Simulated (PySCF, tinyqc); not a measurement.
Worked calculation: RHF in the sto-3g basis, for Be, spin multiplicity 1. This run ends on a higher stationary point, not on the lowest solution. The lowest restricted solution is unstable here: a spin-polarised one lies 0.0012 hartree lower (PySCF). Computed by tinyqc, a small Python program that keeps every step (integrals from PySCF). Settings: charge = 0, multiplicity = 1, basis = sto-3g, energy threshold = 1e-09, iteration cap = 64, orthogonalisation = symmetric, start = Wolfsberg-Helmholz matrix, DIIS depth = 6, method = RHF. Command: `OMP_NUM_THREADS=1 python tinyqc.py 28553 28554 out.jsonl` (the two numbers bound the seeds that draw the settings). One thread of a shared host (Intel(R) Xeon(R) Processor @ 2.60GHz), about 0.03 s of CPU time with the checks. Later iterations appear only in the table of the cycle.

## One-electron integrals

Geometry (angstrom):
```
atom       x       y       z
Be    0.0000  0.0000  0.0000
```

Basis sto-3g: exponents (1/bohr^2) and contraction coefficients of normalised primitives:
```
element  l (shell)  exponent  coefficient
Be           s (1)   30.1679       0.1543
Be           s (1)    5.4951       0.5353
Be           s (1)    1.4872       0.4446
Be           s (2)    1.3148      -0.1000
Be           s (2)    0.3055       0.3995
Be           s (2)    0.0994       0.7001
Be           p (3)    1.3148       0.1559
Be           p (3)    0.3055       0.6077
Be           p (3)    0.0994       0.3920
```

Overlap, kinetic and nuclear-attraction integrals over the contracted functions; the nuclear repulsion is the sum of Za Zb / Rab.

nuclear repulsion = 0 hartree

overlap S, lower triangle:
```
         1Be 1s  1Be 2s  1Be 2px  1Be 2py  1Be 2pz
1Be 1s   1.0000
1Be 2s   0.2595  1.0000
1Be 2px  0.0000  0.0000   1.0000
1Be 2py  0.0000  0.0000   0.0000   1.0000
1Be 2pz  0.0000  0.0000   0.0000   0.0000   1.0000
```

kinetic energy T (hartree), lower triangle:
```
          1Be 1s  1Be 2s  1Be 2px  1Be 2py  1Be 2pz
1Be 1s    6.6940
1Be 2s   -0.0330  0.2111
1Be 2px   0.0000  0.0000   0.6606
1Be 2py   0.0000  0.0000   0.0000   0.6606
1Be 2pz   0.0000  0.0000   0.0000   0.0000   0.6606
```

nuclear attraction V (hartree), lower triangle:
```
           1Be 1s   1Be 2s  1Be 2px  1Be 2py  1Be 2pz
1Be 1s   -14.5611
1Be 2s    -1.8992  -2.3133
1Be 2px    0.0000   0.0000  -2.2947
1Be 2py    0.0000   0.0000   0.0000  -2.2947
1Be 2pz    0.0000   0.0000   0.0000   0.0000  -2.2947
```

core Hamiltonian H = T + V (hartree), lower triangle:
```
          1Be 1s   1Be 2s  1Be 2px  1Be 2py  1Be 2pz
1Be 1s   -7.8671
1Be 2s   -1.9323  -2.1022
1Be 2px   0.0000   0.0000  -1.6342
1Be 2py   0.0000   0.0000   0.0000  -1.6342
1Be 2pz   0.0000   0.0000   0.0000   0.0000  -1.6342
```

## Two-electron integrals

Functions are numbered as in S; the eight-fold symmetry (ij|kl) = (ji|kl) = (kl|ij) leaves the list below.

Two-electron integrals (ij|kl) in chemists' order, unique and non-zero (hartree):
```
(11|11) 2.2988   (21|11) 0.3920   (21|21) 0.0795   (22|11) 0.5710
(22|21) 0.1430   (22|22) 0.4177   (31|31) 0.0146   (32|31) 0.0219
(32|32) 0.0923   (33|11) 0.5696   (33|21) 0.1431   (33|22) 0.4176
(33|33) 0.4499   (41|41) 0.0146   (42|41) 0.0219   (42|42) 0.0923
(43|43) 0.0242   (44|11) 0.5696   (44|21) 0.1431   (44|22) 0.4176
(44|33) 0.4014   (44|44) 0.4499   (51|51) 0.0146   (52|51) 0.0219
(52|52) 0.0923   (53|53) 0.0242   (54|54) 0.0242   (55|11) 0.5696
(55|21) 0.1431   (55|22) 0.4176   (55|33) 0.4014   (55|44) 0.4014
(55|55) 0.4499
```

## Orthogonalisation

S = U s U^T; symmetric (Loewdin) form X = U s^(-1/2) U^T, so that X^T S X = 1.

eigenvalues of S: 0.7405  1.0000  1.0000  1.0000  1.2595

X, lower triangle:
```
          1Be 1s  1Be 2s  1Be 2px  1Be 2py  1Be 2pz
1Be 1s    1.0266
1Be 2s   -0.1355  1.0266
1Be 2px   0.0000  0.0000   1.0000
1Be 2py   0.0000  0.0000   0.0000   1.0000
1Be 2pz   0.0000  0.0000   0.0000   0.0000   1.0000
```

## Starting guess

The start is the generalised Wolfsberg-Helmholz matrix (K = 1.75) built on H; D = 2 C_occ C_occ^T.

D at the start, lower triangle:
```
         1Be 1s  1Be 2s  1Be 2px  1Be 2py  1Be 2pz
1Be 1s   1.9584
1Be 2s   0.0746  0.0028
1Be 2px  0.0000  0.0000   2.0000
1Be 2py  0.0000  0.0000   0.0000   0.0000
1Be 2pz  0.0000  0.0000   0.0000   0.0000   0.0000
```

## Iteration 1: building the Fock matrix

J_ij = sum D_kl (ij|kl), K_ij = sum D_kl (ik|jl); F = H + J - 0.5 K; E = tr D H + tr D J / 2 - 0.25 tr D K + E_nn.

Coulomb J (hartree), lower triangle:
```
         1Be 1s  1Be 2s  1Be 2px  1Be 2py  1Be 2pz
1Be 1s   5.7014
1Be 2s   1.0662  1.9760
1Be 2px  0.0000  0.0000   2.0377
1Be 2py  0.0000  0.0000   0.0000   1.9407
1Be 2pz  0.0000  0.0000   0.0000   0.0000   1.9407
```

exchange K (hartree), lower triangle:
```
         1Be 1s  1Be 2s  1Be 2px  1Be 2py  1Be 2pz
1Be 1s   4.5900
1Be 2s   0.8605  0.3628
1Be 2px  0.0000  0.0000   0.9319
1Be 2py  0.0000  0.0000   0.0000   0.0806
1Be 2pz  0.0000  0.0000   0.0000   0.0000   0.0806
```

Fock matrix F (hartree), lower triangle:
```
          1Be 1s   1Be 2s  1Be 2px  1Be 2py  1Be 2pz
1Be 1s   -4.4608
1Be 2s   -1.2963  -0.3076
1Be 2px   0.0000   0.0000  -0.0623
1Be 2py   0.0000   0.0000   0.0000   0.2663
1Be 2pz   0.0000   0.0000   0.0000   0.0000   0.2663
```

total energy of this density = -14.012464 hartree

## Iteration 1: diagonalisation and new density

Diagonalise F' = X^T F X, C = X C', fill 2 alpha and 2 beta electrons from the bottom; D = 2 C_occ C_occ^T. Each column has its largest component positive (the first on a tie).

F' = X^T F X (hartree), lower triangle:
```
         1        2        3       4       5
1  -4.3459
2  -0.7265  -0.0454
3   0.0000   0.0000  -0.0623
4   0.0000   0.0000   0.0000  0.2663
5   0.0000   0.0000   0.0000  0.0000  0.2663
```

orbital energies (hartree): MO1 -4.4653, MO2 -0.0623, MO3 0.0740, MO4 0.2663, MO5 0.2663

coefficients C:
```
            MO1     MO2      MO3     MO4     MO5
1Be 1s   0.9910  0.0000  -0.3002  0.0000  0.0000
1Be 2s   0.0328  0.0000   1.0350  0.0000  0.0000
1Be 2px  0.0000  1.0000   0.0000  0.0000  0.0000
1Be 2py  0.0000  0.0000   0.0000  1.0000  0.0000
1Be 2pz  0.0000  0.0000   0.0000  0.0000  1.0000
```

D after iteration 1, lower triangle:
```
         1Be 1s  1Be 2s  1Be 2px  1Be 2py  1Be 2pz
1Be 1s   1.9641
1Be 2s   0.0649  0.0021
1Be 2px  0.0000  0.0000   2.0000
1Be 2py  0.0000  0.0000   0.0000   0.0000
1Be 2pz  0.0000  0.0000   0.0000   0.0000   0.0000
```

Within a degenerate level the vectors are fixed only up to a rotation; this is one choice.

## Iteration 2: building the Fock matrix

As before.

Coulomb J (hartree), lower triangle:
```
         1Be 1s  1Be 2s  1Be 2px  1Be 2py  1Be 2pz
1Be 1s   5.7065
1Be 2s   1.0668  1.9762
1Be 2px  0.0000  0.0000   2.0379
1Be 2py  0.0000  0.0000   0.0000   1.9409
1Be 2pz  0.0000  0.0000   0.0000   0.0000   1.9409
```

exchange K (hartree), lower triangle:
```
         1Be 1s  1Be 2s  1Be 2px  1Be 2py  1Be 2pz
1Be 1s   4.5955
1Be 2s   0.8563  0.3602
1Be 2px  0.0000  0.0000   0.9314
1Be 2py  0.0000  0.0000   0.0000   0.0802
1Be 2pz  0.0000  0.0000   0.0000   0.0000   0.0802
```

Fock matrix F (hartree), lower triangle:
```
          1Be 1s   1Be 2s  1Be 2px  1Be 2py  1Be 2pz
1Be 1s   -4.4583
1Be 2s   -1.2936  -0.3061
1Be 2px   0.0000   0.0000  -0.0619
1Be 2py   0.0000   0.0000   0.0000   0.2667
1Be 2pz   0.0000   0.0000   0.0000   0.0000   0.2667
```

total energy of this density = -14.012690 hartree

## Iteration 2: DIIS over 2 matrices

error matrix X^T (FDS - SDF) X:
```
        1        2       3       4       5
1  0.0000  -0.0041  0.0000  0.0000  0.0000
2  0.0041   0.0000  0.0000  0.0000  0.0000
3  0.0000   0.0000  0.0000  0.0000  0.0000
4  0.0000   0.0000  0.0000  0.0000  0.0000
5  0.0000   0.0000  0.0000  0.0000  0.0000
```

B (overlaps of the stored error matrices):
```
               1              2
1  3.7521214e-03  3.5619779e-04
2  3.5619779e-04  3.3814702e-05
```

Minimise |sum c_i e_i|^2 with sum c_i = 1: solve [B -1; -1 0][c; lambda] = [0; -1] with B_ij = tr e_i^T e_j, and take F = sum c_i F_i.

DIIS coefficients: -0.1049  1.1049

extrapolated F (hartree), lower triangle:
```
          1Be 1s   1Be 2s  1Be 2px  1Be 2py  1Be 2pz
1Be 1s   -4.4581
1Be 2s   -1.2933  -0.3060
1Be 2px   0.0000   0.0000  -0.0619
1Be 2py   0.0000   0.0000   0.0000   0.2667
1Be 2pz   0.0000   0.0000   0.0000   0.0000   0.2667
```

## Iteration 2: diagonalisation and new density

As before.

F' = X^T F X (hartree), lower triangle:
```
         1        2        3       4       5
1  -4.3439
2  -0.7239  -0.0444
3   0.0000   0.0000  -0.0619
4   0.0000   0.0000   0.0000  0.2667
5   0.0000   0.0000   0.0000  0.0000  0.2667
```

orbital energies (hartree): MO1 -4.4625, MO2 -0.0619, MO3 0.0742, MO4 0.2667, MO5 0.2667

coefficients C:
```
            MO1     MO2      MO3     MO4     MO5
1Be 1s   0.9911  0.0000  -0.2997  0.0000  0.0000
1Be 2s   0.0322  0.0000   1.0350  0.0000  0.0000
1Be 2px  0.0000  1.0000   0.0000  0.0000  0.0000
1Be 2py  0.0000  0.0000   0.0000  1.0000  0.0000
1Be 2pz  0.0000  0.0000   0.0000  0.0000  1.0000
```

D after iteration 2, lower triangle:
```
         1Be 1s  1Be 2s  1Be 2px  1Be 2py  1Be 2pz
1Be 1s   1.9647
1Be 2s   0.0639  0.0021
1Be 2px  0.0000  0.0000   2.0000
1Be 2py  0.0000  0.0000   0.0000   0.0000
1Be 2pz  0.0000  0.0000   0.0000   0.0000   0.0000
```

Within a degenerate level the vectors are fixed only up to a rotation; this is one choice.

## Iteration 4 (converged): orbitals

converged F (hartree), lower triangle:
```
          1Be 1s   1Be 2s  1Be 2px  1Be 2py  1Be 2pz
1Be 1s   -4.4581
1Be 2s   -1.2933  -0.3060
1Be 2px   0.0000   0.0000  -0.0619
1Be 2py   0.0000   0.0000   0.0000   0.2667
1Be 2pz   0.0000   0.0000   0.0000   0.0000   0.2667
```

As before.

F' = X^T F X (hartree), lower triangle:
```
         1        2        3       4       5
1  -4.3439
2  -0.7239  -0.0444
3   0.0000   0.0000  -0.0619
4   0.0000   0.0000   0.0000  0.2667
5   0.0000   0.0000   0.0000  0.0000  0.2667
```

orbital energies (hartree): MO1 -4.4625, MO2 -0.0619, MO3 0.0742, MO4 0.2667, MO5 0.2667

coefficients C:
```
            MO1     MO2      MO3     MO4     MO5
1Be 1s   0.9911  0.0000  -0.2997  0.0000  0.0000
1Be 2s   0.0322  0.0000   1.0350  0.0000  0.0000
1Be 2px  0.0000  1.0000   0.0000  0.0000  0.0000
1Be 2py  0.0000  0.0000   0.0000  1.0000  0.0000
1Be 2pz  0.0000  0.0000   0.0000  0.0000  1.0000
```

D after iteration 4, lower triangle:
```
         1Be 1s  1Be 2s  1Be 2px  1Be 2py  1Be 2pz
1Be 1s   1.9647
1Be 2s   0.0639  0.0021
1Be 2px  0.0000  0.0000   2.0000
1Be 2py  0.0000  0.0000   0.0000   0.0000
1Be 2pz  0.0000  0.0000   0.0000   0.0000   0.0000
```

Within a degenerate level the vectors are fixed only up to a rotation; this is one choice.

## Convergence

Stop when the energy changes by less than 1e-09 hartree and every element of the error matrix X^T (F D S - S D F) X is below 9e-06.

Course of the cycle:
```
iteration  E (hartree)     change  largest element of the error matrix
1           -14.012464          -                             4.33e-02
2           -14.012690  -2.26e-04                             4.11e-03
3           -14.012692  -2.06e-06                             1.56e-06
4           -14.012692  -2.34e-13                             6.97e-07
```

PySCF RHF in the same basis = -14.351880 hartree

Converged in 4 iterations. But the solution lies 0.33919 hartree above the reference: it is another stationary point, not the lowest restricted one. Reruns (cap 100 unless said): DIIS 8: converged in 4 to a higher stationary point; damping 0.5: converged in 19 to a higher stationary point; level shift 0.5: converged in 6 to a higher stationary point; atomic densities as start, DIIS 8: converged in 3.

## Populations

Mulliken: Z minus the diagonal of D S on the atom; Loewdin: the same with S^(1/2) D S^(1/2).

Charges (e):
```
atom  Mulliken  Loewdin
1Be          0        0
```
